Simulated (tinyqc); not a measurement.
sp3s* tight binding with spin-orbit coupling: one step. Levels at Gamma. Four cases, with inputs chosen for the exercise.

Task: At k = 0 only g0 = 1 is left and H falls into 2 x 2 blocks [[E_a, V], [V, E_c]] with roots (E_a + E_c)/2 -/+ sqrt(((E_a - E_c)/2)^2 + V^2); the s* levels stay uncoupled. The direct gap runs from the highest lower root of the p blocks to the lowest upper root.

Spin-orbit coupling acts within the p shell of each atom as (D/3) L.sigma, D = Da or Dc: it puts four states at Ep + D/3 and two at Ep - 2D/3.

Give: Blocks at Gamma (eV); direct gap at Gamma.

Case 1.

Values chosen (near a published set for Si, fitted to gaps, whose masses and valley positions are rough; spin-orbit coupling, where it is added without a refit, lifts the valence top and shrinks all gaps by about a third of the splitting; the results hold for these values, not for the real material): Esa = -4.202 eV (s level of the anion); Esc = -4.202 eV (s level of the cation); Epa = 1.718 eV (p level of the anion); Epc = 1.718 eV (p level of the cation); Vss = -8.309 eV (s-s); Vxx = 1.719 eV (px-px); Da = 0.043 eV (atomic spin-orbit splitting, anion); Dc = 0.043 eV (the same, cation).

Result:

Blocks at Gamma (eV):
```
block,E_a,E_c,V,lower root,upper root
s (Gamma6),-4.2020,-4.2020,-8.3090,-12.5110,4.1070
p 3/2 (Gamma8),1.7323,1.7323,1.7190,0.0133,3.4513
p 1/2 (Gamma7),1.6893,1.6893,1.7190,-0.0297,3.4083
```

direct gap at Gamma = 3.3950 eV

The lowest empty level at Gamma is p-like. The split-off band lies 0.0430 eV below the top, equal to the atomic value.

Case 2.

Values chosen (near a published set for diamond, fitted to gaps, whose masses and valley positions are rough; spin-orbit coupling, where it is added without a refit, lifts the valence top and shrinks all gaps by about a third of the splitting; the results hold for these values, not for the real material): Esa = -4.536 eV (s level of the anion); Esc = -4.536 eV (s level of the cation); Epa = 3.85 eV (p level of the anion); Epc = 3.85 eV (p level of the cation); Vss = -22.788 eV (s-s); Vxx = 3.84 eV (px-px); Da = 0.006 eV (atomic spin-orbit splitting, anion); Dc = 0.006 eV (the same, cation).

Result:

Blocks at Gamma (eV):
```
block,E_a,E_c,V,lower root,upper root
s (Gamma6),-4.5360,-4.5360,-22.7880,-27.3240,18.2520
p 3/2 (Gamma8),3.8520,3.8520,3.8400,0.0120,7.6920
p 1/2 (Gamma7),3.8460,3.8460,3.8400,0.0060,7.6860
```

direct gap at Gamma = 7.6740 eV

The lowest empty level at Gamma is p-like. The split-off band lies 0.0060 eV below the top, equal to the atomic value.

Case 3.

Values chosen (near a published set for InAs, fitted to gaps, whose masses and valley positions are rough; spin-orbit coupling, where it is added without a refit, lifts the valence top and shrinks all gaps by about a third of the splitting; the results hold for these values, not for the real material): Esa = -9.627 eV (s level of the anion); Esc = -2.744 eV (s level of the cation); Epa = 0.901 eV (p level of the anion); Epc = 3.749 eV (p level of the cation); Vss = -5.653 eV (s-s); Vxx = 1.85 eV (px-px); Da = 0.404 eV (atomic spin-orbit splitting, anion); Dc = 0.392 eV (the same, cation).

Result:

Blocks at Gamma (eV):
```
block,E_a,E_c,V,lower root,upper root
s (Gamma6),-9.6270,-2.7440,-5.6530,-12.8037,0.4327
p 3/2 (Gamma8),1.0357,3.8797,1.8500,0.1243,4.7910
p 1/2 (Gamma7),0.6317,3.4877,1.8500,-0.2774,4.3967
```

direct gap at Gamma = 0.3084 eV

The lowest empty level at Gamma is s-like. The split-off band lies 0.4017 eV below the top, between Dc = 0.392 and Da = 0.404 eV, weighted by where the valence p state sits.

Case 4.

Values chosen (near a published set for Ge, fitted to gaps, whose masses and valley positions are rough; spin-orbit coupling, where it is added without a refit, lifts the valence top and shrinks all gaps by about a third of the splitting; the results hold for these values, not for the real material): Esa = -5.879 eV (s level of the anion); Esc = -5.879 eV (s level of the cation); Epa = 1.609 eV (p level of the anion); Epc = 1.609 eV (p level of the cation); Vss = -6.78 eV (s-s); Vxx = 1.608 eV (px-px); Da = 0.285 eV (atomic spin-orbit splitting, anion); Dc = 0.285 eV (the same, cation).

Result:

Blocks at Gamma (eV):
```
block,E_a,E_c,V,lower root,upper root
s (Gamma6),-5.8790,-5.8790,-6.7800,-12.6590,0.9010
p 3/2 (Gamma8),1.7040,1.7040,1.6080,0.0960,3.3120
p 1/2 (Gamma7),1.4190,1.4190,1.6080,-0.1890,3.0270
```

direct gap at Gamma = 0.8050 eV

The lowest empty level at Gamma is s-like. The split-off band lies 0.2850 eV below the top, equal to the atomic value.

Computed by tinyqc, one run a case: `OMP_NUM_THREADS=1 python tinyqc.py N N+1 out.jsonl` with N = 1451659, 1452094, 1452259, 1452445; one thread of a shared Intel(R) Xeon(R) Processor @ 2.30GHz, about 0.2 s a run at most.
